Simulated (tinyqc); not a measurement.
Conductivity against temperature: Debye-Callaway model of lattice thermal conductivity. Computed by tinyqc, a small Python program. Command: `OMP_NUM_THREADS=1 python tinyqc.py 3026338 3026339 out.jsonl callaway walk`. One thread of a shared host (Intel(R) Xeon(R) Processor @ 2.30GHz), about 0.01 s of CPU time with the checks.

Three acoustic branches with one velocity v, cut at omega_D = k_B Theta/hbar; x = hbar omega/(k_B T). v and Theta are separate inputs: Theta cuts off the heat-carrying modes, so C need not reach 3 k_B/V. gamma is an effective value that sets the umklapp rate. Heat flows along the wire.

Inputs (values chosen for the exercise, for a model crystal): sound velocity v = 6200 m/s; Debye temperature Theta = 482 K; volume per atom V = 32.9 angstrom^3; mean atomic mass M = 143 u; effective Grueneisen parameter gamma = 2.08; umklapp exponent divisor b = 3; mass variance Gamma = 0.00036; wire diameter D = 0.15 micrometre; specularity p = 0.8; normal-process factor f_N = 2.

Sample: wire. Point defects: isotopes. Normal processes: included.

Constants: k_B = 1.380649e-23 J/K; hbar = 1.054571817e-34 J s; u = 1.6605390666e-27 kg.

Method:
- Gamma is given directly by the isotope mixture. A = V Gamma/(4 pi v^3).
- Rates: point defects A omega^4; umklapp B omega^2 T exp(-Theta/(b T)) with B = hbar gamma^2/(M v^2 Theta); normal processes f_N B omega^2 T (T/Theta)^2. Boundaries: v/Lambda_B with Lambda_B = D (1 + p)/(1 - p).
- kappa_1 = c int tau_C g dx, g = x^4 e^x/(e^x - 1)^2, c = (k_B/(2 pi^2 v)) (k_B T/hbar)^3, over 0 < x < min(Theta/T, 40), by 96 Gauss-Legendre points in s with x = x_max s^2; 1/tau_C = 1/tau_R + 1/tau_N; kappa_2 = c [int (tau_C/tau_N) g dx]^2 / int (tau_C/(tau_N tau_R)) g dx; kappa = kappa_1 + kappa_2.
- The boundary limit is C v^2/(3 x boundary rate), with C = 3 c int g dx / v^2.

Rayleigh coefficient A = 3.95470e-45 s^3

Kappa (W/(m K)):
```
T (K)  all processes  without point defects  boundary limit
4.8          0.15832                0.15835         0.15835
9.6           1.2627                 1.2668          1.2668
17            6.8392                 7.0346          7.0346
29            29.953                 34.877          34.913
48            94.411                 148.65          154.18
82            203.84                 405.01          568.98
140           248.93                 436.98          1213.7
240           190.69                 273.88          1695.7
390           119.72                 152.01          1908.6
630           69.891                 82.004          1998.5
```

What does the comparison show, and why?

kappa peaks among these rows at 140 K (T/Theta = 0.290) with 249 W/(m K). The exponent d ln kappa/d ln T is 3.00 at the cold end, the T^3 law of boundary scattering, and -1.12 at the hot end. The normal rate is taken to grow as T^3 at all T, which overstates it above Theta. Point defects cost most at 82 K, a factor 1.99.

Extremes, crossings and ranges named in words are read from the listed rows.
